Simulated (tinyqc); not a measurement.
Via and link resistance from two via chains.

Inverse problem. A chain of 2000 vias joined by 2000 metal links has R = 2000 (Rv + Rlink), with Rlink proportional to the link length. Find Rv, Rlink for length L, and the value of Rv that the short chain would give if the links were ignored.

resistance of chains of 2000 links with link lengths L and 3 L (ohm): 70000  1.22e5

Solution. R per link is a straight line in the link length; its intercept at zero length is Rv.

Rv = 22.00 ohm
Rlink = 13.00 ohm
Rv without correction = 35.00 ohm

Numbers from tinyqc (`OMP_NUM_THREADS=1 python tinyqc.py 2750040 2750041 out.jsonl`; about 0.01 s on one thread of a shared Intel Xeon 2.30GHz).
